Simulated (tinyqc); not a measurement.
Precursor delivery by bubblers, mass-transport growth and the solid composition of a III-V alloy: one step, computed by the program tinyqc.

1 sccm = 44.615 micromol/min; 1 torr = 133.322 Pa. The sources decompose fully at the surface.

Problem. Partial pressures in the reactor. p_i = p n_i/(44615 F_t), F_t in slm; p_V = p F_V/(1000 F_t), counted per molecule supplied; V/III = 44.615 F_V/(n1 + n2); vapour fraction of source 2 = n2/(n1 + n2).

Inputs (values chosen for the exercise, modelled on trimethylgallium (source 1) and trimethylindium (source 2) for the vapour pressures):

| quantity | value | unit |
|---|---|---|
| bath temperature T1 | 268 | K |
| bath temperature T2 | 293 | K |
| total flow F_t | 26 | slm |
| group-V flow F_V | 260 | sccm |
| reactor pressure p | 100 | torr |

molar flow 1 = 50.99744 micromol/min

molar flow 2 = 19.49596 micromol/min

Give: p_1; p_2; p_V; V/III ratio; vapour fraction of source 2.

Solution.

p_1 = 0.0043964 torr

p_2 = 0.0016807 torr

p_V = 1 torr

V/III ratio = 164.55

vapour fraction of source 2 = 0.27656
